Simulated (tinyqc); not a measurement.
Off-state leakage of single and stacked transistors: two steps of the calculation.

n-channel devices of unit width. Subthreshold current I(Vg, Vs, Vd) = I0 (T/300 K)^0.5 exp[(Vg - Vs - VT(T) - gb (Vs - Vb) + dd (Vd - Vs))/(nf Vt)] (1 - exp(-(Vd - Vs)/Vt)), VT(T) = VT - cT (T - 300 K). Gate-edge tunnelling Ig (Vd/1 V) exp(ag (Vd - 1 V)), for a gate at 0 V, and band-to-band leakage Ab u exp(-Bb/u), u = Vd - Vb + 1 V, flow at a drain held at V; both are taken as independent of T. In a stack of off transistors (all gates at 0 V) the same subthreshold current passes through each.

Inputs (values chosen for the exercise); values of the order met in bulk silicon logic transistors: temperature T = 358 K; supply voltage V = 0.9 V; threshold at 300 K, zero drain and body bias VT = 0.49 V; fall of the threshold with temperature cT = 1 mV/K; current at threshold at 300 K I0 = 0.83 uA/um; slope factor nf = 1.53; drain-induced lowering per volt dd = 0.11; rise of the threshold per volt of source-body bias gb = 0.2; gate-edge tunnelling current at 1 V Ig = 8e-6 uA/um; exponential slope of the gate current ag = 3.7 1/V; prefactor of band-to-band leakage at the drain Ab = 90 uA/(um V); its exponential voltage Bb = 22 V; body voltage Vb = 0 V.

Constants: q = 1.602176634e-19 C, kB = 1.380649e-23 J/K, Vt = kB T/q. Results are converted to the units shown.

Task 1. Leakage of one transistor. Vg = Vs = 0, Vd = V; effective threshold VT(T) - gb Vb - dd V.

Give: effective threshold; parts; total; shares.

Result 1.

effective threshold = 0.33300 V
parts (nA/um): subthreshold 0.78255, gate edge 0.0049733, band-to-band 1.6007
total = 2.3883 nA/um
shares (%): subthreshold 32.766, gate edge 0.20824, band-to-band 67.025

The band-to-band part is the largest.

Task 2. New Vx. Stack of two, Vx the node between them: I_low = I(0, 0, Vx), I_up = I(0, Vx, V), f = ln(I_up/I_low), f' = -(1 + gb + 2 dd)/(nf Vt) - 1/(Vt (exp(Vx/Vt) - 1)) - 1/(Vt (exp((V - Vx)/Vt) - 1)), Vx(new) = Vx - f/f'.

Vx at the start = 0.07 V

Give: I_low; I_up; f; f'; Vx after iteration 1.

Result 2.

I_low = 0.1014 nA/um
I_up = 0.1121 nA/um
f = 0.1007
f' = -33.82 1/V
Vx after iteration 1 = 0.07298 V

tinyqc, about 0.03 s, one thread, Intel Xeon 2.30GHz (shared host): `OMP_NUM_THREADS=1 python tinyqc.py 2242002 2242003 out.jsonl`
